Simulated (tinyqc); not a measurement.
From results back to parameters: four-band model of biased bilayer graphene near K. Four cases, with inputs chosen for the exercise.

Problem. With g1 the hopping between the dimer sites, v0 the velocity of one layer (hbar v) and no skew hoppings, the direct gap at K is U and the smallest gap is U g1/sqrt(U^2 + g1^2), on a ring of radius (U/2 v0) sqrt((2 g1^2 + U^2)/(g1^2 + U^2)). The values below come from hidden g1 and v0.

Find: g1; v0.

Method. 1/gap^2 = 1/U^2 + 1/g1^2 gives g1; the radius then gives v0.

Case 1.

Values chosen (out of a larger set: near those used for Bernal bilayer graphene; not measured data): U = 0.42 eV (potential difference of the layers).

smallest gap = 0.2944788 eV
radius = 0.0410877 1/angstrom

Solution.

g1 = 0.413 eV
v0 = 6.242 eV angstrom

Case 2.

Values chosen (out of a larger set: near those used for Bernal bilayer graphene; not measured data): U = 0.16 eV (potential difference of the layers).

smallest gap = 0.1475199 eV
radius = 0.0164762 1/angstrom

Solution.

g1 = 0.381 eV
v0 = 6.604 eV angstrom

Case 3.

Values chosen (out of a larger set: near those used for Bernal bilayer graphene; not measured data): U = 0.23 eV (potential difference of the layers).

smallest gap = 0.1908549 eV
radius = 0.0227004 1/angstrom

Solution.

g1 = 0.342 eV
v0 = 6.583 eV angstrom

Case 4.

Values chosen (out of a larger set: near those used for Bernal bilayer graphene; not measured data): U = 0.29 eV (potential difference of the layers).

smallest gap = 0.2272977 eV
radius = 0.0270238 1/angstrom

Solution.

g1 = 0.366 eV
v0 = 6.817 eV angstrom

Computed by tinyqc, one run a case: `OMP_NUM_THREADS=1 python tinyqc.py N N+1 out.jsonl` with N = 1450920, 1451091, 1451125, 1451172; one thread of a shared Intel(R) Xeon(R) Processor @ 2.30GHz, about 0.06 s a run at most.
